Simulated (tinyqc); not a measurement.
Inside a calculation. Method: Pariser-Parr-Pople SCF with singles CI, for the molecule C=CC=CC(=C)C=C (SMILES; centres numbered as the heavy atoms are written). Computed by tinyqc, a small Python program that keeps every step. Settings: charge = 0, gamma = Ohno, start = core, damping = 0, iteration cap = 54, excitations kept = 9. Command: `OMP_NUM_THREADS=1 python tinyqc.py 29008 29009 out.jsonl` (the two numbers bound the seeds that draw the settings). One thread of a shared host (Intel(R) Xeon(R) Processor @ 2.60GHz), about 0.02 s of CPU time with the checks. Later iterations appear only in the table of the cycle.

## PPP integrals

Centres (angstrom, eV; a flat drawing with bonds scaled to 1.40 angstrom):

| centre | x | y | core charge z | W | gamma_rr |
|---|---|---|---|---|---|
| 1C | 3.5830 | 0.6520 | 1 | 11.1600 | 11.1300 |
| 2C | 2.5600 | -0.3040 | 1 | 11.1600 | 11.1300 |
| 3C | 1.2210 | 0.1040 | 1 | 11.1600 | 11.1300 |
| 4C | 0.1980 | -0.8520 | 1 | 11.1600 | 11.1300 |
| 5C | -1.1420 | -0.4450 | 1 | 11.1600 | 11.1300 |
| 6C | -2.1640 | -1.4000 | 1 | 11.1600 | 11.1300 |
| 7C | -1.4580 | 0.9190 | 1 | 11.1600 | 11.1300 |
| 8C | -2.7970 | 1.3270 | 1 | 11.1600 | 11.1300 |

Resonance integrals (eV):

| i | j | beta |
|---|---|---|
| 1 | 2 | -2.6000 |
| 2 | 3 | -2.6000 |
| 3 | 4 | -2.6000 |
| 4 | 5 | -2.6000 |
| 5 | 6 | -2.6000 |
| 5 | 7 | -2.6000 |
| 7 | 8 | -2.6000 |

Ohno: gamma = 14.399645/sqrt(R^2 + a^2), a = 2 x 14.399645/(gamma_rr + gamma_ss); H_rr = -W_r - sum_(s != r) z_s gamma_rs; H_rs = beta for bonds.

repulsion gamma_rs (eV):
```
         1C       2C       3C       4C       5C       6C       7C       8C
1C  11.1300   7.5534   5.2395   3.6701   2.8683   2.3084   2.7632   2.2002
2C   7.5534  11.1300   7.5545   5.2395   3.6695   2.8690   3.2766   2.5055
3C   5.2395   7.5545  11.1300   7.5534   5.2374   3.6701   4.6682   3.2766
4C   3.6701   5.2395   7.5534  11.1300   7.5526   5.2395   5.2397   3.6703
5C   2.8683   3.6695   5.2374   7.5526  11.1300   7.5575   7.5535   5.2396
6C   2.3084   2.8690   3.6701   5.2395   7.5575  11.1300   5.2406   4.6691
7C   2.7632   3.2766   4.6682   5.2397   7.5535   5.2406  11.1300   7.5545
8C   2.2002   2.5055   3.2766   3.6703   5.2396   4.6691   7.5545  11.1300
```

core matrix H (eV):
```
          1C        2C        3C        4C        5C        6C        7C        8C
1C  -37.7630   -2.6000    0.0000    0.0000    0.0000    0.0000    0.0000    0.0000
2C   -2.6000  -43.8279   -2.6000    0.0000    0.0000    0.0000    0.0000    0.0000
3C    0.0000   -2.6000  -48.3596   -2.6000    0.0000    0.0000    0.0000    0.0000
4C    0.0000    0.0000   -2.6000  -49.3249   -2.6000    0.0000    0.0000    0.0000
5C    0.0000    0.0000    0.0000   -2.6000  -50.8384   -2.6000   -2.6000    0.0000
6C    0.0000    0.0000    0.0000    0.0000   -2.6000  -42.7141    0.0000    0.0000
7C    0.0000    0.0000    0.0000    0.0000   -2.6000    0.0000  -47.4561   -2.6000
8C    0.0000    0.0000    0.0000    0.0000    0.0000    0.0000   -2.6000  -40.2758
```

## Starting guess

pi electrons, sum of z_r less the charge = 8

Orbitals of the core matrix H.

P at the start:
```
         1C       2C       3C       4C       5C       6C       7C       8C
1C   0.0439   0.1623   0.1935  -0.1356   0.0390   0.0428  -0.0158  -0.0115
2C   0.1623   0.6161   0.8155  -0.3706   0.0874   0.1204  -0.0315  -0.0269
3C   0.1935   0.8155   1.4732   0.2549  -0.0852  -0.0070   0.0323   0.0167
4C  -0.1356  -0.3706   0.2549   1.8533   0.1116  -0.1904  -0.0481   0.0071
5C   0.0390   0.0874  -0.0852   0.1116   1.7650   0.6027   0.1210  -0.0896
6C   0.0428   0.1204  -0.0070  -0.1904   0.6027   0.2717  -0.1997  -0.1174
7C  -0.0158  -0.0315   0.0323  -0.0481   0.1210  -0.1997   1.7657   0.5954
8C  -0.0115  -0.0269   0.0167   0.0071  -0.0896  -0.1174   0.5954   0.2110
```

## Iteration 1: Fock matrix

F_rr = H_rr + P_rr gamma_rr / 2 + sum_(s != r) P_ss gamma_rs; F_rs = H_rs - P_rs gamma_rs / 2; E = tr P (H + F) / 2 + core repulsion sum_(r<s) z_r z_s gamma_rs.

F (eV):
```
         1C       2C       3C       4C       5C       6C       7C       8C
1C  -7.3113  -3.2129  -0.5070   0.2489  -0.0559  -0.0494   0.0219   0.0126
2C  -3.2129  -5.6573  -5.6803   0.9710  -0.1603  -0.1728   0.0517   0.0337
3C  -0.5070  -5.6803  -2.1026  -3.5626   0.2230   0.0128  -0.0753  -0.0274
4C   0.2489   0.9710  -3.5626   0.2858  -3.0214   0.4988   0.1260  -0.0131
5C  -0.0559  -0.1603   0.2230  -3.0214  -0.4196  -4.8776  -3.0570   0.2348
6C  -0.0494  -0.1728   0.0128   0.4988  -4.8776  -0.6383   0.5234   0.2741
7C   0.0219   0.0517  -0.0753   0.1260  -3.0570   0.5234  -2.5519  -4.8490
8C   0.0126   0.0337  -0.0274  -0.0131   0.2348   0.2741  -4.8490  -1.9761
```

pi energy = -83.2755 eV

## Iteration 1: orbitals and new P

Diagonalise F (the basis is taken as orthonormal) and form P = 2 sum c c over the lowest orbitals.

orbital energies (eV): -11.8362  -8.0972  -6.1779  -5.3775  -1.9020  1.8555  3.9903  7.1736

P after iteration 1:
```
         1C       2C       3C       4C       5C       6C       7C       8C
1C   1.8176   0.3549  -0.2807  -0.3170   0.0548   0.1512   0.0188  -0.0119
2C   0.3549   1.1216   0.8935   0.1763  -0.1034  -0.1340  -0.0196   0.0271
3C  -0.2807   0.8935   0.9247   0.3371   0.0494  -0.0305  -0.0084  -0.0094
4C  -0.3170   0.1763   0.3371   0.3117   0.4102   0.3218   0.0472  -0.0834
5C   0.0548  -0.1034   0.0494   0.4102   1.0259   0.8479   0.3073  -0.0392
6C   0.1512  -0.1340  -0.0305   0.3218   0.8479   0.7868  -0.0182  -0.3000
7C   0.0188  -0.0196  -0.0084   0.0472   0.3073  -0.0182   1.0737   0.9470
8C  -0.0119   0.0271  -0.0094  -0.0834  -0.0392  -0.3000   0.9470   0.9381
```

## Iteration 2: Fock matrix

As before.

F (eV):
```
         1C       2C       3C       4C       5C       6C       7C       8C
1C  -3.3983  -3.9404   0.7353   0.5817  -0.0785  -0.1745  -0.0260   0.0131
2C  -3.9404  -3.3488  -5.9751  -0.4619   0.1897   0.1922   0.0321  -0.0339
3C   0.7353  -5.9751  -6.5169  -3.8730  -0.1295   0.0560   0.0196   0.0154
4C   0.5817  -0.4619  -3.8730  -7.1195  -4.1492  -0.8431  -0.1237   0.1530
5C  -0.0785   0.1897  -0.1295  -4.1492  -9.6316  -5.8039  -3.7607   0.1028
6C  -0.1745   0.1922   0.0560  -0.8431  -5.8039  -8.1353   0.0477   0.7003
7C  -0.0260   0.0321   0.0196  -0.1237  -3.7607   0.0477  -7.8748  -6.1769
8C   0.0131  -0.0339   0.0154   0.1530   0.1028   0.7003  -6.1769  -6.9122
```

pi energy = -98.6406 eV

## Iteration 2: orbitals and new P

As before.

orbital energies (eV): -17.6358  -13.5306  -12.3443  -7.0913  -3.8803  -2.1946  0.3135  3.4260

P after iteration 2:
```
         1C       2C       3C       4C       5C       6C       7C       8C
1C   0.7229   0.6654   0.1404  -0.5673  -0.0466   0.3664   0.0377   0.0323
2C   0.6654   0.9608   0.7192  -0.1073  -0.1085   0.1144   0.0066   0.0443
3C   0.1404   0.7192   1.0370   0.6411  -0.0211  -0.2206  -0.0393   0.0036
4C  -0.5673  -0.1073   0.6411   1.1699   0.4395  -0.1495  -0.0211  -0.1041
5C  -0.0466  -0.1085  -0.0211   0.4395   1.0725   0.8256   0.3247   0.0077
6C   0.3664   0.1144  -0.2206  -0.1495   0.8256   1.0594  -0.0493  -0.3066
7C   0.0377   0.0066  -0.0393  -0.0211   0.3247  -0.0493   1.0641   0.9405
8C   0.0323   0.0443   0.0036  -0.1041   0.0077  -0.3066   0.9405   0.9134
```

## Iteration 3: Fock matrix

As before.

F (eV):
```
         1C       2C       3C       4C       5C       6C       7C       8C
1C  -6.2841  -5.1132  -0.3677   1.0410   0.0669  -0.4229  -0.0520  -0.0355
2C  -5.1132  -6.3069  -5.3166   0.2810   0.1991  -0.1642  -0.0109  -0.0555
3C  -0.3677  -5.3166  -5.2407  -5.0212   0.0553   0.4048   0.0918  -0.0060
4C   1.0410   0.2810  -5.0212  -4.7156  -4.2598   0.3917   0.0552   0.1910
5C   0.0669   0.1991   0.0553  -4.2598  -4.1740  -5.7199  -3.8263  -0.0202
6C  -0.4229  -0.1642   0.4048   0.3917  -5.7199  -4.5111   0.1291   0.7158
7C  -0.0520  -0.0109   0.0918   0.0552  -3.8263   0.1291  -4.8647  -6.1526
8C  -0.0355  -0.0555  -0.0060   0.1910  -0.0202   0.7158  -6.1526  -4.8986
```

pi energy = -103.9436 eV

## Iteration 3: orbitals and new P

As before.

orbital energies (eV): -14.2241  -12.9708  -10.4193  -8.6134  -2.1459  0.4776  2.1627  4.7374

P after iteration 3:
```
         1C       2C       3C       4C       5C       6C       7C       8C
1C   1.0134   0.8286  -0.0134  -0.4786  -0.0030   0.2877   0.0340   0.0051
2C   0.8286   0.9991   0.5541   0.0043  -0.0743  -0.0039  -0.0026   0.0272
3C  -0.0134   0.5541   1.0141   0.7743   0.0083  -0.3003  -0.0524  -0.0052
4C  -0.4786   0.0043   0.7743   0.9716   0.4045   0.0039   0.0069  -0.0829
5C  -0.0030  -0.0743   0.0083   0.4045   0.9952   0.8481   0.3338  -0.0027
6C   0.2877  -0.0039  -0.3003   0.0039   0.8481   1.0049   0.0016  -0.3282
7C   0.0340  -0.0026  -0.0524   0.0069   0.3338   0.0016   1.0009   0.9405
8C   0.0051   0.0272  -0.0052  -0.0829  -0.0027  -0.3282   0.9405   1.0008
```

## Convergence

Stop when output and input P, before any damping, agree to 1e-7.

Course of the cycle:

| iteration | E (eV) | largest \|P(out) - P(in)\| |
|---|---|---|
| 1 | -83.275486 | 1.77e+00 |
| 2 | -98.640564 | 1.09e+00 |
| 3 | -103.943638 | 2.90e-01 |
| 4 | -105.458272 | 9.45e-02 |
| 5 | -105.691951 | 4.77e-02 |
| 6 | -105.747492 | 2.31e-02 |
| 7 | -105.760467 | 1.10e-02 |
| 8 | -105.763471 | 5.21e-03 |
| 9 | -105.764165 | 2.46e-03 |
| 10 | -105.764327 | 1.17e-03 |
| 11 | -105.764364 | 5.54e-04 |
| 12 | -105.764373 | 2.64e-04 |
| 13 | -105.764375 | 1.26e-04 |
| 14 | -105.764375 | 6.00e-05 |
| 15 | -105.764375 | 2.87e-05 |
| 16 | -105.764375 | 1.38e-05 |
| 17 | -105.764375 | 6.61e-06 |
| 18 | -105.764375 | 3.18e-06 |
| 19 | -105.764375 | 1.53e-06 |
| 20 | -105.764375 | 7.38e-07 |
| 21 | -105.764375 | 3.56e-07 |
| 22 | -105.764375 | 1.72e-07 |
| 23 | -105.764375 | 8.34e-08 |

Converged in 23 iterations.

## Converged orbitals

Charges are z - P_rr.

orbital energies (eV): -14.8358  -13.2841  -11.1939  -9.6639  -1.5261  0.0039  2.0941  3.6458

coefficients:
```
       MO1      MO2      MO3      MO4      MO5      MO6      MO7      MO8
1C  0.1485   0.4116   0.3537   0.4283  -0.4283   0.3537  -0.4116   0.1485
2C  0.2585   0.5406   0.2964   0.2305   0.2305  -0.2964   0.5406  -0.2585
3C  0.3808   0.4073  -0.1320  -0.4143   0.4143  -0.1320  -0.4073   0.3808
4C  0.4592   0.1350  -0.3405  -0.3937  -0.3937   0.3405   0.1350  -0.4592
5C  0.5386  -0.2938  -0.2181   0.2757  -0.2757  -0.2181   0.2938   0.5386
6C  0.3051  -0.2150  -0.2850   0.5286   0.5286   0.2850  -0.2150  -0.3051
7C  0.3595  -0.3786   0.4637  -0.1115  -0.1115  -0.4637  -0.3786  -0.3595
8C  0.2070  -0.2800   0.5567  -0.2624   0.2624   0.5567   0.2800   0.2070
```

pi charges: 1C 0.0000, 2C 0.0000, 3C 0.0000, 4C 0.0000, 5C 0.0000, 6C 0.0000, 7C 0.0000, 8C 0.0000

## Singles CI, singlets

Over the 9 single excitations with the smallest orbital gaps: A = (e_a - e_i) delta + 2 (ia|jb) - (ij|ab), with (pq|rs) = sum c_mp c_mq gamma_mn c_nr c_ns. f = 2/3 w |mu|^2 in atomic units, mu = sqrt2 sum c_ia sum_m c_mi c_ma R_m.

singlet CI matrix (eV):
```
         4>5      3>5      4>6      3>6      2>5      4>7     2>6      3>7
4>5   4.5005  -0.0412   0.0412   0.4245   0.1798   0.1798  0.2711  -0.2711
3>5  -0.0412   5.4783   0.3304  -0.3769   0.1394  -0.0488  0.6112   0.3280
4>6   0.0412   0.3304   5.4783   0.3769   0.0488  -0.1394  0.3280   0.6112
3>6   0.4245  -0.3769   0.3769   6.9260   0.2225   0.2225  0.3205  -0.3205
2>5   0.1798   0.1394   0.0488   0.2225   7.4091   0.1952  0.4264  -0.1511
4>7   0.1798  -0.0488  -0.1394   0.2225   0.1952   7.4091  0.1511  -0.4264
2>6   0.2711   0.6112   0.3280   0.3205   0.4264   0.1511  8.9821   0.2376
3>7  -0.2711   0.3280   0.6112  -0.3205  -0.1511  -0.4264  0.2376   8.9821
4>8   0.0109  -0.0159   0.2107  -0.1847   0.0348   0.0466  0.0326   0.5148

         4>8
4>5   0.0109
3>5  -0.0159
4>6   0.2107
3>6  -0.1847
2>5   0.0348
4>7   0.0466
2>6   0.0326
3>7   0.5148
4>8   8.4105
```

singlet excitation energies (eV): 4.3976  4.9452  5.5587  6.9702  7.1753  7.3749  8.2279  9.2595  9.6665

oscillator strengths: 1.3215  0.5863  0.0000  0.1859  0.0008  0.0095  0.1188  0.1095  0.0042

## Singles CI, triplets

Over the 9 single excitations with the smallest orbital gaps: A = (e_a - e_i) delta - (ij|ab), with (pq|rs) = sum c_mp c_mq gamma_mn c_nr c_ns.

triplet CI matrix (eV):
```
         4>5      3>5     4>6      3>6      2>5      4>7      2>6      3>7
4>5   2.3782  -0.1374  0.1374   1.2493   0.5027   0.5027   0.3854  -0.3854
3>5  -0.1374   4.5594  1.2493  -0.5167  -0.1973  -0.3854   0.8355   0.1037
4>6   0.1374   1.2493  4.5594   0.5167   0.3854   0.1973   0.1037   0.8355
3>6   1.2493  -0.5167  0.5167   5.3265   0.8355   0.8355   0.7235  -0.7235
2>5   0.5027  -0.1973  0.3854   0.8355   6.3456  -0.8682   0.6149  -0.3396
4>7   0.5027  -0.3854  0.1973   0.8355  -0.8682   6.3456   0.3396  -0.6149
2>6   0.3854   0.8355  0.1037   0.7235   0.6149   0.3396   8.0724   1.1473
3>7  -0.3854   0.1037  0.8355  -0.7235  -0.3396  -0.6149   1.1473   8.0724
4>8  -0.0054  -0.3700  0.5648   0.1199   0.0836   0.0954  -0.6365   1.1840

         4>8
4>5  -0.0054
3>5  -0.3700
4>6   0.5648
3>6   0.1199
2>5   0.0836
4>7   0.0954
2>6  -0.6365
3>7   1.1840
4>8   7.4213
```

triplet excitation energies (eV): 1.8904  2.7705  4.2885  5.2252  5.5601  7.1753  7.6278  8.9135  9.6295
